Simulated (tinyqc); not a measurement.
Froehlich polaron in a polar crystal: one step, computed by the program tinyqc.

One electron in a parabolic band of mass m*, coupled to dispersionless LO phonons in the continuum model. Energies are in units of hbar omega unless marked, wave numbers in k_0 = sqrt(2 m* omega/hbar).

Question. Coupling constant and length scale. 1/eps* = 1/eps_inf - 1/eps_s; k_0 = sqrt(2 m* omega/hbar) = sqrt(m* hbar omega / (hbar^2/(2 m_0))) with m* in m_0; alpha = (e^2/(4 pi eps_0)) k_0/(2 eps* hbar omega); polaron length 1/k_0.

Inputs (values chosen for the exercise, for a model crystal):
```
quantity                          value  unit
band mass m*                      0.359   m_0
LO phonon energy hbar omega        67.8   meV
eps_inf                            3.11     -
static dielectric constant eps_s   11.3     -
```

Constants: hbar^2/(2 m_0) = 3.80998212 eV angstrom^2; e^2/(4 pi eps_0) = 14.39964548 eV angstrom.

Give: eps*; k_0; coupling constant alpha; polaron length 1/k_0.

Answer.

eps* = 4.2910

k_0 = 0.079928 1/angstrom

coupling constant alpha = 1.9781

polaron length 1/k_0 = 12.511 angstrom

Intermediate coupling.
